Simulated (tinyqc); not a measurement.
# Gated graphene, quantum capacitance, step by step

Numbers from tinyqc (`OMP_NUM_THREADS=1 python tinyqc.py 2200007 2200008 out.jsonl`; about 0.01 s on one thread of a shared Intel Xeon 2.30GHz). Printed values are rounded.

phi is the Fermi level above the Dirac point, in volts; Vg is counted from the gate voltage of charge neutrality. Ideal linear bands, no charge puddles.

Values chosen for this exercise; values close to those of graphene:
- T = 300 K (temperature)
- eox = 3.9 (relative permittivity of the gate insulator (close to silicon dioxide))
- tox = 3.7 nm (insulator thickness)
- vF = 1.08e6 m/s (Fermi velocity)
- Dit = 0 cm^-2 eV^-1 (density of traps)
- Vg = 1.19 V (gate voltage)

Constants: q = 1.602176634e-19 C, kB = 1.380649e-23 J/K, hbar = 1.054571817e-34 J s, Vt = kB T/q, eps0 = 8.8541878128e-14 F/cm where lengths are in cm. Results are converted to the units shown.

## Gate capacitance

Cox = eps0 eox/tox.

Cox = 0.9332793 uF/cm^2

## Starting value

phi = Vg.

phi at the start = 1.19 V

## Iteration 1: new phi

N0 = (2/pi)(kB T/(hbar vF))^2; n = N0 F1(phi/Vt), p = N0 F1(-phi/Vt), F1(e) = int_0^infinity u du/(1 + exp(u - e)) = -Li2(-exp(e)); Cq = q d(n - p)/dphi = (q N0/Vt) ln[2 (1 + cosh(phi/Vt))]. Newton: f = phi + q (n - p + Dit phi)/Cox - Vg, phi(new) = phi - f/(1 + (Cq + q Dit)/Cox).

n = 8.933853e13 cm^-2
p = 8.593483e-10 cm^-2
Cq = 24.01919 uF/cm^2
f = 15.33690 V
phi after iteration 1 = 0.6163651 V

## Iteration 2: new phi

As before.

n = 2.406874e13 cm^-2
p = 3.722303 cm^-2
Cq = 12.44083 uF/cm^2
f = 3.558287 V
phi after iteration 2 = 0.3680588 V

## Iteration 3: new phi

As before.

n = 8.671572e12 cm^-2
p = 55229.73 cm^-2
Cq = 7.428973 uF/cm^2
f = 0.6667225 V
phi after iteration 3 = 0.2936485 V

## Course of the iteration

Stop when the step is below 1e-10 V, or after 40 iterations.

Course of the iteration:
```
iteration  phi before the step (V)  step (V)
1                             1.19    -0.574
2                        0.6163651    -0.248
3                        0.3680588   -0.0744
4                        0.2936485  -8.15e-3
5                        0.2855033  -1.00e-4
6                        0.2854033  -1.51e-8
7                        0.2854033   < 1e-13
```

Converged in 7 iterations.

## Charge and capacitances at the solution

converged phi = 0.2854033 V

N0 = (2/pi)(kB T/(hbar vF))^2; n = N0 F1(phi/Vt), p = N0 F1(-phi/Vt), F1(e) = int_0^infinity u du/(1 + exp(u - e)) = -Li2(-exp(e)); Cq = q d(n - p)/dphi = (q N0/Vt) ln[2 (1 + cosh(phi/Vt))]. 1/C_G = 1/Cox + 1/(Cq + q Dit); dphi/dVg = Cox/(Cox + Cq + q Dit).

n - p = 5.269340e12 cm^-2
Cq = 5.760653 uF/cm^2
C_G = 0.8031599 uF/cm^2
dphi/dVg = 0.1394217

Cq is 6.17 times Cox, so C_G is 86.1 % of Cox; 24.0 % of the gate voltage has gone into phi.
